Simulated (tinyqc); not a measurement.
Electron-beam lithography: double-Gaussian proximity function, edge placement and dose correction for parallel lines: one step, computed by the program tinyqc. Command: `OMP_NUM_THREADS=1 python tinyqc.py 3110687 3110688 out.jsonl proximity walk`. One thread of a shared host (Intel(R) Xeon(R) Processor @ 2.30GHz), about 0.01 s of CPU time with the checks.

Lines are infinitely long. Absorbed energy is counted so that the middle of a very large area written at dose 1 receives 1; the resist develops where it exceeds 1/2.

Question. Shot noise and writing time. With dose = d_s D0: electrons per pixel N = dose x pixel area/e; relative noise 1/sqrt(N); time per cm^2 of pattern area = dose x density/current; pixel rate = current/(dose x pixel area).

Inputs (values chosen for the exercise, of the order of those for 10 keV electrons in resist on silicon): beam current = 45 nA; pixel size = 2 nm; pattern density around the test line = 0.3.

dose = 987.5005 microcoulomb/cm^2

Constants: e = 1.602176634e-19 C.

Give: electrons per pixel; shot noise; writing time per cm^2; pixel rate.

Answer.

electrons per pixel = 246.5

shot noise = 6.369 %

writing time per cm^2 = 1.829 h

pixel rate = 1139 MHz
